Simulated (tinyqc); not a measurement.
## Density and mobility of a removed layer (differential Hall)

Question. For layers in parallel the sheet conductance g = 1/Rs and the product g mu_H (mu_H signed, unit Hall factors) are additive. Find the sheet density and mobility of the layer that was removed, and its share of the conductance.

Constants: q = 1.602176634e-19 C. Results are converted to the units shown.

Rs before and after removing the top layer (ohm/square): [4896.0692, 52537.955]
apparent mobility before and after, signed (cm^2/(V s)): [1591.8983, 540]

Solution. The differences give g1 = q n mu and g1 mu = q n mu^2; their ratio is mu and g1^2/(q g1 mu) is n.

sheet density = 6.80e11 cm^-2
mobility = 1.70e3 cm^2/(V s)
share of the conductance = 90.7 %

Numbers from tinyqc (`OMP_NUM_THREADS=1 python tinyqc.py 2850110 2850111 out.jsonl`; about 0.01 s on one thread of a shared Intel Xeon 2.30GHz).
